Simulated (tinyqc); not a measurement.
Threshold-voltage variability of a planar MOSFET, analytic estimates: two steps of the calculation.

Three independent sources add in quadrature: random dopants in the depleted layer, metal-gate grains of two orientations, and roughness of the two gate edges acting through the roll-off VT = VT(long) - Vr exp(-L/l). These are first-order estimates: no three-dimensional electrostatics, no percolation.

Parameters, values chosen for the exercise; material values close to those of silicon:
- T = 400 K (temperature)
- Eg = 1.13 eV (band gap)
- eps_r = 11.5 (relative permittivity of the semiconductor)
- Nc = 4.37e19 cm^-3 (conduction-band density of states at T)
- Nv = 4e19 cm^-3 (valence-band density of states at T)
- Na = 9.3e17 cm^-3 (channel doping)
- ti = 1.1 nm (oxide-equivalent thickness in inversion)
- L = 45 nm (gate length)
- W = 220 nm (gate width)
- Nb = 268435456 (number of cells)
- Y = 0.99 (wanted yield)

Constants: q = 1.602176634e-19 C, kB = 1.380649e-23 J/K, Vt = kB T/q, eps0 = 8.8541878128e-14 F/cm where lengths are in cm. Results are converted to the units shown.

Problem 1. Random dopants. ni = sqrt(Nc Nv) exp(-Eg/(2 Vt)), Eg in volts; Cox = 3.9 eps0/ti; Wd = sqrt(4 eps0 eps_r Vt ln(Na/ni)/(q Na)); dopants: s1 = (q/Cox) sqrt(Na Wd/(3 L W)). The slope A1 = s1 sqrt(L W); mean number of dopants Na L W Wd.

Find: Cox; Wd; mean number of dopants; A1; s1.

Solution 1.

Cox = 3.139 uF/cm^2
Wd = 34.44 nm
mean number of dopants = 317.1
A1 = 0.5273 mV um
s1 = 5.300 mV

Counting alone, 1/sqrt(N) of the depletion voltage q Na Wd/Cox = 163 mV, would give sqrt(3) times more: dopants deep in the layer act less on the surface.

Problem 2. Margin in standard deviations for the wanted yield. Cells fail independently with probability Q(k) = erfc(k/sqrt(2))/2 when the margin is k standard deviations, and Y = exp(-Nb Q(k)). phi = exp(-k^2/2)/sqrt(2 pi). Newton steps on ln Q(k) = ln(-ln(Y)/Nb): k(new) = k + [ln Q - ln(-ln(Y)/Nb)] Q/phi.

k at the start = 4

Find: Q(k); phi; k after iteration 1.

Solution 2.

Q(k) = 3.1671e-5
phi = 1.3383e-4
k after iteration 1 = 7.2299

Program tinyqc, `OMP_NUM_THREADS=1 python tinyqc.py 2090086 2090087 out.jsonl`; Intel Xeon 2.30GHz, shared host, one thread, about 0.01 s.
